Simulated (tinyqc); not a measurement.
Heisenberg magnet: exchange from energy differences, ordering vector, linear spin waves and ordering temperature: one step, computed by the program tinyqc. Command: `OMP_NUM_THREADS=1 python tinyqc.py 3020467 3020468 out.jsonl magnon walk`. One thread of a shared host (Intel(R) Xeon(R) Processor @ 2.30GHz), about 0.3 s of CPU time with the checks.

H = -sum over pairs <ij> J_ij S_i.S_j - K sum_i (S_i^z)^2, each pair once, J > 0 ferromagnetic. First neighbours: 12 at a (0.5, 0.5, 0), second: 6 at a (1, 0, 0), with all permutations and signs.

Question. Long waves and the gap. g_s(q) = sum over shell s of cos(q.R), z1 = g1(0). E(q) = S [J(0) - J(q)] + (2S - 1) K, J(q) = J1 g1 + J2 g2. The factor 2S - 1 removes the anisotropy for S = 1/2. sum R_x^2 over the shells is s1 = 2 a^2 and s2 = 2 a^2. E = gap + D q^2 with D = (S/2)(J1 s1 + J2 s2) and gap = (2S - 1) K.

Inputs (values chosen for the exercise, for a model magnet):
```
quantity                  value      unit
exchange J1                0.75       meV
exchange J2                0.16       meV
spin S                        1         -
single-ion anisotropy K  0.0033       meV
lattice constant a         3.97  angstrom
```

Lattice: fcc. Order: ferromagnetic.

Give: stiffness D; gap.

Answer.

stiffness D = 14.34 meV angstrom^2

gap = 0.0033 meV
